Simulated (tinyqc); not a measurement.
Haynes-Shockley experiment: drift, diffusion and decay of a minority-carrier pulse: one step, computed by the program tinyqc.

A thin sheet of excess carriers is made at x = 0, t = 0 in a long uniform bar; injection is low, so the pulse moves with the minority mobility.

Problem. The signal at the collector. dn(x, t) = N0/sqrt(4 pi D t) exp(-(x - v t)^2/(4 D t) - t/tau). At fixed x the signal peaks where d ln(dn)/dt = 0: a t^2 + t/2 - x^2/(4 D) = 0 with a = v^2/(4 D) + 1/tau. The full width at half maximum is found by solving dn(x, t) = peak/2 on both sides of the peak.

Inputs (values chosen for the exercise, modelled on electrons in p-type silicon in a lightly doped bar): lifetime tau = 68 microsecond; temperature T = 300 K; distance d to the collector = 0.78 cm; injected sheet density N0 = 5.6e+09 1/cm^2.

drift velocity v = 5699 cm/s

D = 35.93428 cm^2/s

Give: time of the peak t_p; peak density; width at half maximum.

Solution.

time of the peak t_p = 131.6 microsecond

peak density = 3.163e+09 1/cm^3

width at half maximum = 38.89 microsecond
